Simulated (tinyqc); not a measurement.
Read current of a NAND string, cells in series solved by shooting: effect of the pass voltage.

Cells in series, numbered from 0 at the source line (0 V) to the bit line, each followed by a gap resistance Rg. A cell with gate Vg, threshold VT, source Vs and drain Vd passes I = 2 nf K Vt^2 [F(Vs) - F(Vd)]/(1 + th max(Vg - VT, 0)), F(V) = ln^2(1 + exp((Vg - VT - nf V)/(2 nf Vt))). The selected cell has Vg = Vr, the others Vg = Vp.

For a trial current I start at 0 V and, cell by cell, solve for the drain: sqrt(F(Vd)) = sqrt(F(Vs) - I/k), k = 2 nf K Vt^2/(1 + th max(Vg - VT, 0)), Vd = [Vg - VT - 2 nf Vt ln(exp(sqrt F) - 1)]/nf, then add I Rg. The string current is the I for which the last node reaches Vbl. The apparent threshold is the Vr at which I = Is. Background: all other cells erased (VT = Ve) or all in the highest state (VT = Vh); ratio and shift are high over erased and high minus erased. The string has 32 cells and the selected one is cell 16.

Values chosen for this exercise; values of the order met in vertical NAND strings:
- T = 358 K (temperature)
- K = 3.7 uA/V^2 (gain factor of a cell)
- nf = 2.5 (slope factor)
- th = 0.14 1/V (mobility reduction factor)
- Rg = 5.1 kohm (resistance of the gap between cells)
- Vbl = 0.7 V (bit-line voltage)
- Ve = -1.5 V (threshold of an erased cell)
- Vh = 3.7 V (threshold of the highest state)
- Vx = 1.2 V (threshold of the selected cell)
- Is = 50 nA (sensing current)
- Vr = 2.26 V (read voltage on the selected word line)

Constants: q = 1.602176634e-19 C, kB = 1.380649e-23 J/K, Vt = kB T/q. Results are converted to the units shown.

Result of one run:
```
Vp (V),"I, others erased (uA)","I, others high (uA)",ratio,"apparent VT, erased (V)","apparent VT, high (V)",background shift (mV)
6.3,0.1704,0.08990,0.5277,1.594,1.752,158.6
```

What becomes of these results when the pass voltage Vp is changed from 6.3 to 6.8 V, all else the same?

Result of the changed run:
```
Vp (V),"I, others erased (uA)","I, others high (uA)",ratio,"apparent VT, erased (V)","apparent VT, high (V)",background shift (mV)
6.8,0.1739,0.1052,0.6050,1.589,1.711,122.0
```

The whole series:
```
Vp (V),"I, others erased (uA)","I, others high (uA)",ratio,"apparent VT, erased (V)","apparent VT, high (V)",background shift (mV)
5.8,0.1665,0.07039,0.4229,1.599,1.819,220.4
6.3,0.1704,0.08990,0.5277,1.594,1.752,158.6
6.8,0.1739,0.1052,0.6050,1.589,1.711,122.0
7.3,0.1771,0.1175,0.6633,1.585,1.683,97.56
7.8,0.1801,0.1276,0.7084,1.582,1.662,80.19
```

As Vp goes from 5.8 to 7.8 V, the current with erased neighbours rises from 0.166 to 0.180 uA, that with high neighbours rises from 0.0704 to 0.128 uA and the ratio rises from 0.423 to 0.708. The background shift falls from 220 to 80.2 mV. A higher pass voltage also disturbs erased cells more, which this model leaves out.

Program tinyqc, `OMP_NUM_THREADS=1 python tinyqc.py 2142158 2142159 out.jsonl`; Intel Xeon 2.30GHz, shared host, one thread, about 0.4 s.
